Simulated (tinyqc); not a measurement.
Width and zero-phonon weight against temperature: configuration-coordinate model of a defect: Huang-Rhys factor and luminescence line shape. Computed by tinyqc, a small Python program. Command: `OMP_NUM_THREADS=1 python tinyqc.py 3012799 3012800 out.jsonl ccline walk`. One thread of a shared host (Intel(R) Xeon(R) Processor @ 2.30GHz), about 0.02 s of CPU time with the checks.

Ground state E_g(Q) = (1/2) omega_g^2 Q^2; excited state E_e(Q) = E_0 + (1/2) omega_e^2 (Q - dQ)^2 with omega_e = omega_g and E_0 = E_ZPL. Q is mass-weighted; the dipole does not depend on Q (Condon approximation).

Inputs (values chosen for the exercise, for a model defect in a wide-gap host): zero-phonon energy E_ZPL = 2.54 eV; displacement dQ = 0.5 u^(1/2) angstrom; ground-state phonon hbar omega_g = 98.4 meV.

Modes: equal frequencies in both states.

Constants: hbar^2/u = 4.18015928e-03 eV angstrom^2; k_B = 8.617333262e-05 eV/K.

Method:
- S = hbar omega dQ^2/(2 hbar^2/u) for each state; relaxation energy S hbar omega; absorption at E_0 + S_e hbar omega_e, emission at E_0 - S_g hbar omega_g; the Stokes shift is their difference.
- Overlaps <m_e|n_g> of harmonic-oscillator functions (Hermite recursion, positive leading coefficients) by a sum over an even grid (700 points from x = -9 to 9 + d for the small table, 1500 points from -16 to 16 + d for the thermal sums), with x = Q sqrt(omega_g/hbar), d = sqrt(2 S_g) and frequency ratio omega_e/omega_g.
- Initial levels m = 0..24 carry Boltzmann weights exp(-m hbar omega_e/k_B T), normalised; final levels n = 0..79; a line lies at E_ZPL + m hbar omega_e - n hbar omega_g with weight w_m <m|n>^2. Moments are taken over these weights without the E^3 factor; FWHM = 2 sqrt(2 ln 2) x standard deviation; the zero-phonon weight is the sum of w_m <m|m>^2.
- For comparison: FWHM(0) sqrt(coth(hbar omega_e/2 k_B T)) with FWHM(0) from the first row, and exp(-S_g coth(hbar omega_e/2 k_B T)).

S_g = 2.94247

Against temperature:

| T (K) | mean energy (eV) | FWHM (eV) | coth law (eV) | zero-phonon weight | exp(-S coth) |
|---|---|---|---|---|---|
| 57 | 2.2505 | 0.39747 | 0.39747 | 0.052735 | 0.052735 |
| 170 | 2.2505 | 0.39796 | 0.39796 | 0.052912 | 0.052361 |
| 340 | 2.2505 | 0.41155 | 0.41155 | 0.057603 | 0.042657 |
| 570 | 2.2505 | 0.45525 | 0.45525 | 0.069221 | 0.021067 |
| 910 | 2.2505 | 0.53293 | 0.53293 | 0.080446 | 0.005043 |
| 1400 | 2.2505 | 0.63925 | 0.63925 | 0.084946 | 0.000495 |
| 1500 | 2.2505 | 0.65948 | 0.65948 | 0.085010 | 0.000303 |

What does the comparison show, and why?

The width grows by a factor 1.66, flat while k_B T is well below hbar omega and as sqrt(T) above; for equal frequencies the coth law is exact. The mean energy stays fixed, as it must for equal frequencies. The zero-phonon weight goes from 0.0527 to 0.0850; the single exponential assumes equal frequencies, leaves out lines that absorb and emit the same number of phonons, and falls to 3.03e-4. The rise of the weight is a feature of one sharp mode; with a spread of mode energies those lines leave the zero-phonon energy and the weight falls.
